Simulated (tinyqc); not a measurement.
Interface roughness in a thin film (subband fluctuation and scattering): sweeps and comparisons. A value that a table varies takes the place of the one given here.

Square well of width t, barriers V0, c = hbar^2/2m0: E1 solves k t + 2 atan[(k/mz)/(kappa/mb)] = pi, k = sqrt(mz E/c), kappa = sqrt(mb (V0 - E)/c). One interface is rough, so the subband edge fluctuates by G dt with G = |dE1/dt| (central difference of 0.01 angstrom; 2 E1/t for hard walls).

Gaussian roughness spectrum S(q) = pi D^2 Lc^2 exp(-q^2 Lc^2/4). Degenerate gas, taken to fill one subband (the second starts to fill once c kF^2/md exceeds E2 - E1, which is not tested here): kF = sqrt(2 pi Ns/gv), q = 2 kF sin(theta/2), 1/tau = (md/(2 pi c hbar)) G^2 times the integral from 0 to pi of S(q)(1 - cos theta)/eps(q)^2 dtheta, eps(q) = 1 + qs/q with screening (qs = gv md q0/(c eps), q0 = e^2/(4 pi eps0), form factors left out, which overstates the screening; other scattering is left out too, so these values lie far above measured mobilities in all but the thinnest films) or 1 without; mobility = tau c2/md with c2 = e/m0 = 1.75882e15 cm^2/(V s^2); 1e12/cm^2 = 1e-4/angstrom^2.

Constants: hbar^2/2m0 = 3.80998211 eV angstrom^2; hbar = 6.58211957e-16 eV s; e^2/(4 pi eps0) = 14.39964547 eV angstrom.

Values chosen for the exercise (near those of a thin InGaAs channel; not measured data):
- mz = 0.046 m0 (confinement mass)
- V0 = 1.89 eV (barrier)
- mb = 0.24 m0 (barrier mass)
- md = 0.044 m0 (mass in the plane)
- gv = 1 (valleys)
- D = 2 angstrom (rms height of the roughness)
- Lc = 22 angstrom (correlation length)
- Ns = 2.6 x 1e12/cm^2 (sheet density)
- eps = 11.3 (mean dielectric constant at the channel)
- ts = (44, 56, 68, 80, 100, 128, 168) angstrom (thicknesses)
- t = 80 angstrom (film thickness)
- Ll = (5, 10, 16, 25, 40, 65, 100) angstrom (correlation lengths)

## The sixth-power law

Screened mobility against thickness for the finite barrier and for hard walls.

Results:
```
t (angstrom)  E1 (meV)  G (meV/angstrom)  mobility (cm^2/(V s))  the same, hard walls
44               159.3             4.733               9.07e+04              5.52e+03
56               115.1             2.849               2.50e+05              2.34e+04
68                87.4             1.862               5.86e+05              7.52e+04
80                68.8             1.290               1.22e+06              1.99e+05
100               48.9             0.766               3.46e+06              7.60e+05
128               32.9             0.421               1.15e+07              3.34e+06
168               20.9             0.212               4.52e+07              1.71e+07
```

With hard walls G goes as 1/t^3 and the mobility as t^6. With the finite barrier the local exponent is 4.21 at the thin end and 5.04 at the thick end, since the envelope leaks out and softens the dependence. The least value is 9.07e+04 cm^2/(V s). EF - E1 = 141 meV exceeds about 3 E1, the distance to the next subband of the ladder, from 128 angstrom on, where the one-subband formula no longer holds. The gate field, which also presses carriers to the interface, is left out.

## Correlation length

Fixed D; bare and screened mobility.

Results:
```
Lc (angstrom)  kF Lc  bare mobility (cm^2/(V s))  screened mobility (cm^2/(V s))
5               0.20                    8.99e+06                        1.35e+07
10              0.40                    2.46e+06                        3.70e+06
16              0.65                    1.16e+06                        1.75e+06
25              1.01                    7.24e+05                        1.12e+06
40              1.62                    7.50e+05                        1.24e+06
65              2.63                    1.42e+06                        2.96e+06
100             4.04                    2.42e+06                        6.89e+06
```

The bare mobility is lowest at Lc = 25 angstrom of those listed (kF Lc = 1.01). The screened mobility is lowest at Lc = 25 angstrom of those listed (kF Lc = 1.01). Short roughness averages out (mobility as 1/Lc^2; the first two rows give exponent -1.87), and long roughness deflects only by small angles (bare mobility rising as Lc; the last two rows give 1.24).

## What each parameter does

G, G D, and the screened mobility. Each row changes one parameter from the base and keeps the others.

Results:
```
case                   G (meV/angstrom)  G D (meV)  mobility (cm^2/(V s))
base                              1.290       2.58              1.222e+06
t = 76 angstrom                   1.450       2.90              9.667e+05
D = 2.6 angstrom                  1.290       3.35              7.229e+05
Lc = 30 angstrom                  1.290       2.58              1.061e+06
Ns = 4.16 x 1e12/cm^2             1.290       2.58              1.577e+06
mz = 0.053 m0                     1.230       2.46              1.344e+06
md = 0.051 m0                     1.290       2.58              9.639e+05
V0 = 1.32 eV                      1.129       2.26              1.595e+06
eps = 13.6                        1.290       2.58              1.146e+06
```

The largest shifts from the base row, up to three for each result and ties (the steps differ in size, so this ranks the rows, not the parameters). G (meV/angstrom): V0 -0.161, t +0.160, mz -0.060; unchanged at the printed digits by D, Lc, Ns, md and eps. G D (meV): D +0.77, V0 -0.32, t +0.32; unchanged at the printed digits by Lc, Ns, md and eps. mobility (cm^2/(V s)): D -4.99e+05, V0 +3.74e+05, Ns +3.56e+05. In the base case G D is 0.018 times EF - E1 = 141.5 meV.

Run: tinyqc, `OMP_NUM_THREADS=1 python tinyqc.py 1280605 1280606 out.jsonl`; Intel(R) Xeon(R) Processor @ 2.30GHz, one thread, shared host; about 0.01 s of CPU time with all checks.
